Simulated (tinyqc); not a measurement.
# Surface potential of a MOS transistor: implicit equation and explicit approximations, step by step

tinyqc, about 0.01 s, one thread, Intel Xeon 2.30GHz (shared host): `OMP_NUM_THREADS=1 python tinyqc.py 2122070 2122071 out.jsonl` Printed values are rounded.

p-type body, charge-sheet picture, depletion and inversion only, full ionisation (an idealisation for deep acceptors), Boltzmann statistics (rough once Na exp(x - xn) passes about Nc/7). In units of Vt: xg = (Vg - Vfb)/Vt, x = psi/Vt, G = gamma/sqrt(Vt), xn = (2 phiF + Vc)/Vt. The implicit equation is (xg - x)^2 = G^2 [x - 1 + exp(x - xn)] for x above about 3. Cox = eps0 eox/tox.

Inputs (values chosen for the exercise); band and dielectric values close to those of silicon: temperature T = 300 K; band gap Eg = 1.12 eV; relative permittivity eps_r = 11.6; conduction-band density of states at T Nc = 2.76e19 cm^-3; valence-band density of states at T Nv = 2.66e19 cm^-3; relative permittivity of the gate insulator (close to silicon dioxide) eox = 3.9; insulator thickness tox = 1.4 nm; acceptor density Na = 9.2e16 cm^-3; flat-band voltage Vfb = -0.56 V; channel-body voltage Vc = 0 V; gate-body voltage Vg = 0.97 V.

Constants: q = 1.602176634e-19 C, kB = 1.380649e-23 J/K, Vt = kB T/q, eps0 = 8.8541878128e-14 F/cm where lengths are in cm. Results are converted to the units shown.

Range of the model: The electron quasi-Fermi level lies less than 2 Vt below the band edge at the surface, or above it, where degeneracy and confinement, left out, matter.

## Scales

ni = sqrt(Nc Nv) exp(-Eg/(2 Vt)), Eg in volts; phiF = Vt ln(Na/ni); gamma = sqrt(2 q eps0 eps_r Na)/Cox; VT = Vfb + Vt (xn + G sqrt(xn - 1)).

phiF = 0.413023 V
gamma = 0.0705476 V^0.5
G = 0.438768
xn = 31.9529
VT = 0.329153 V
xg = 59.1830

## Explicit approximation

Depletion value a = 1 + [sqrt(G^2/4 + xg - 1) - G/2]^2; inversion value b = xn + ln[(xg - xn)^2/G^2 - xn + 1] and first guess y = min(a, b) - ln(1 + exp(-|a - b|)) if a > xn + 1, else b = y = a; one second-order correction with D = exp(y - xn), p = 2 (xg - y) + G^2 (1 + D), w = (xg - y)^2 - G^2 (y - 1 + D): z = y + 2 w/(p + sqrt(p^2 - 2 (2 - G^2 D) w)), or the Newton step z = y + w/p where the root is not real.

a = 55.9311
b = 40.2010
y = 40.2010
p = 773.680
w = -382.753
z = 39.4087

The root of the implicit equation is x = 39.5368; y misses it by 0.66 and z by -0.13, in units of Vt.

## Starting value

x = y rounded to two decimals.

x at the start = 40.2

## Iteration 1: new x

D = exp(x - xn), f = (xg - x)^2 - G^2 (x - 1 + D), f' = -2 (xg - x) - G^2 (1 + D), x(new) = x - f/f'.

D = 3816.64
f = -381.961
f' = -772.929
x after iteration 1 = 39.7058

## Iteration 2: new x

As before.

D = 2328.44
f = -76.3544
f' = -487.412
x after iteration 2 = 39.5492

## Course of the iteration

Stop when the step is below 1e-11, or after 60 iterations.

Course of the iteration:
```
iteration  x before the step      step
1                       40.2    -0.494
2                    39.7058    -0.157
3                    39.5492   -0.0123
4                    39.5369  -6.87e-5
5                    39.5368  -2.13e-9
6                    39.5368         0
```

Converged in 6 iterations.

## Potential, charges and gate control

converged x = 39.5368

psi = Vt x; N_dep = Cox Vt G sqrt(x - 1)/q; N_inv = (Cox Vt G/q) [sqrt(x - 1 + exp(x - xn)) - sqrt(x - 1)]; dpsi/dVg = 1/[1 + G^2 (1 + exp(x - xn))/(2 (xg - x))].

psi = 1.02211 V
N_dep = 1.08403e12 cm^-2
N_inv = 6.7349e12 cm^-2
dpsi/dVg = 0.0939920

psi lies 7.6 Vt above 2 phiF + Vc.
